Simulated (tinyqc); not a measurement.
# Hole mobility in a silicon inversion layer, empirical terms and Matthiessen rule: effect of the charge at the interface

Inversion layer of sheet density Ns on a uniformly doped body. The mobility terms are empirical power laws with prefactors chosen for the exercise; adding their inverses (Matthiessen) is itself an approximation.

ni = sqrt(Nc Nv) exp(-Eg/(2 Vt)), Eg in volts; Ndep = sqrt(2 eps0 eps_r Nb (2 Vt ln(Nb/ni) + Vsb)/q); E = q (Ndep + eta Ns)/(eps0 eps_r), in MV/cm. With t = T/(300 K): muC = Ac (Ns/1e12 cm^-2) t/(Nb/1e17 cm^-3 + Nit/1e11 cm^-2), muP = Ap E^(-1/3) t^(-1.75), muS = As E^(-gs); 1/mu is the sum of the inverses.

Inputs (values chosen for the exercise); material values close to those of silicon:
- T = 273 K (temperature)
- Eg = 1.11 eV (band gap)
- eps_r = 11.9 (relative permittivity of the semiconductor)
- Nc = 2.44e19 cm^-3 (conduction-band density of states at T)
- Nv = 2.31e19 cm^-3 (valence-band density of states at T)
- Nb = 3.2e17 cm^-3 (body doping)
- Vsb = 1 V (reverse body bias)
- eta = 0.3333 (weight of the inversion charge in the effective field)
- Ap = 140 cm^2/(V s) (phonon-limited mobility at 1 MV/cm and 300 K)
- As = 514 cm^2/(V s) (roughness-limited mobility at 1 MV/cm)
- gs = 1 (exponent of the roughness term)
- Ac = 1600 cm^2/(V s) (Coulomb prefactor)
- Ns = 3.4e12 cm^-2 (inversion density)

Constants: q = 1.602176634e-19 C, kB = 1.380649e-23 J/K, Vt = kB T/q, eps0 = 8.8541878128e-14 F/cm where lengths are in cm. Results are converted to the units shown.

The same in every row: E (MV/cm) = 0.6032; muP (cm^2/(V s)) = 195.4; muS (cm^2/(V s)) = 852.2.

Results:
```
Nit (cm^-2)  muC (cm^2/(V s))  mu (cm^2/(V s))
1e10                     1500            143.7
1e11                     1179            140.1
3.2e11                  773.5            131.9
1e12                    375.0            111.6
3.2e12                  140.6            74.62
1e13                    47.97            36.85
```

Estimate the missing row, Nit = 3.2e10 cm^-2.

Computed row:
```
Nit (cm^-2)  muC (cm^2/(V s))  mu (cm^2/(V s))
3.2e10                   1406            142.8
```

With this row back in the table: As Nit goes from 1e10 to 1e13 cm^-2, E stays at 0.603 MV/cm and mu falls from 144 to 36.8 cm^2/(V s). The smallest term is the phonon one in the first row and the Coulomb one in the last.

Computed by the program tinyqc: `OMP_NUM_THREADS=1 python tinyqc.py 2510064 2510065 out.jsonl`, one thread of a shared Intel Xeon 2.30GHz, about 0.01 s for the whole run.
